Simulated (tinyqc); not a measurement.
From one set of inputs to another, one input at a time: Cabrera-Mott growth of a thin oxide under its own electric field. Computed by tinyqc, a small Python program. Command: `OMP_NUM_THREADS=1 python tinyqc.py 3018788 3018789 out.jsonl cabrera ladder`. One thread of a shared host (Intel(R) Xeon(R) Processor @ 2.30GHz), about 0.03 s of CPU time with the checks.

Electrons cross the film freely and set a fixed potential V across it; the field V/x lowers the barrier for ions entering the oxide.

The inputs printed are set A. Inputs not listed in the table keep their values of set A, so the rows need not describe a real material.

Inputs (values chosen for the exercise, for a model metal):

| quantity | value | unit |
|---|---|---|
| barrier W | 1.74 | eV |
| Mott potential V | 1.5 | V |
| ion charge number z | 2 | - |
| half jump distance b | 1.1 | angstrom |
| prefactor u0 = N Omega nu | 2.1e+12 | angstrom/s |
| temperature T | 500 | K |
| starting thickness x0 | 2.6 | angstrom |
| time t | 350000 | s |

Backward hops: kept.

Constants: k_B = 8.617333262e-05 eV/K.

Method:
- u = u0 exp(-W/(k_B T)), X1 = z b V/(k_B T) with V in volts and k_B T in eV; dx/dt = 2 u sinh(X1/x).
- t(x) = int_(x0)^x dx / (dx/dt) by Gauss-Legendre quadrature (80 points on each side of (x0 + 2 x)/3), solved for x.
- Growth counts as stopped when u exp(X1/x) falls to 1e-5 angstrom/s: x_L = X1/ln(1e-5/u), defined while u is below that rate; the critical temperature is T_c = W/(k_B ln(u0/1e-5)).

Each row keeps all changes above it:

| input moved | from | to | thickness x (angstrom) | field at time t (MV/cm) | critical temperature T_c (K) |
|---|---|---|---|---|---|
| set A | - | - | 42.69 | 3.514 | 506.24 |
| time t (s) | 350000 | 13000 | 20.03 | 7.488 | 506.24 |
| Mott potential V (V) | 1.5 | 0.73 | 11.17 | 6.534 | 506.24 |
| barrier W (eV) | 1.74 | 1.51 | 55.90 | 1.306 | 439.32 |
| prefactor u0 = N Omega nu (angstrom/s) | 2.1e+12 | 4.9e+13 | 241.97 | 0.302 | 407.17 |
| temperature T (K) | 500 | 250 | 2.80 | 26.096 | 407.17 |
| half jump distance b (angstrom) | 1.1 | 1.4 | 3.52 | 20.765 | 407.17 |

Which inputs carry the difference?

Thickness x goes from 42.7 to 3.52, a factor 0.0824 in all. The largest single move comes from temperature T (a factor 0.0116), and barrier W works against it (a factor 5.00). Field at time t goes from 3.51 to 20.8, a factor 5.91 in all. The largest single move comes from temperature T (a factor 86.5), and barrier W works against it (a factor 0.200). Critical temperature T_c goes from 506 to 407, a factor 0.804 in all. The largest single move comes from barrier W (a factor 0.868). The single moves hold for this order of the switches; the total does not depend on the order.

Caution (all rows): the starting field or rate is formal: the first layers form as fast as oxygen arrives. Caution (rows prefactor u0 = N Omega nu): electrons tunnel only through a few nanometres, so beyond about 10 nm a fixed Mott potential is doubtful.

Extremes, crossings and ranges named in words are read from the listed rows.
